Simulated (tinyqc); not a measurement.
From results back to parameters: recursion (Haydock) method for the local density of states: bulk site of a square lattice. Two cases, with inputs chosen for the exercise.

Problem. A local density has moments mu1 = a0, mu2 = a0^2 + b1^2 and, for a1 = a2 = 0, mu4 = a0^4 + 3 a0^2 b1^2 + b1^4 + b1^2 b2^2; b1^2 = (number of neighbours) t^2. The moments come from a hidden site.

Case 1.

Values chosen: t = 1.08 eV (hopping).

mu1, mu2, mu4 (eV^n): 0.00000  4.66560  48.97760

Case 2.

Values chosen: t = 0.91 eV (hopping).

mu1, mu2, mu4 (eV^n): 0.00000  3.31240  24.68699

Find: a0, b1, b2; neighbours.

Solution. Take the moments in turn: mu1 gives a0, mu2 gives b1, mu4 gives b2.

Case 1.

a0, b1, b2 (eV): 0.000  2.160  2.415

neighbours = 4

Case 2.

a0, b1, b2 (eV): 0.000  1.820  2.035

neighbours = 4

Computed by tinyqc, one run a case: `OMP_NUM_THREADS=1 python tinyqc.py N N+1 out.jsonl` with N = 1452324, 1452618; one thread of a shared Intel(R) Xeon(R) Processor @ 2.30GHz, about 0.01 s a run at most.
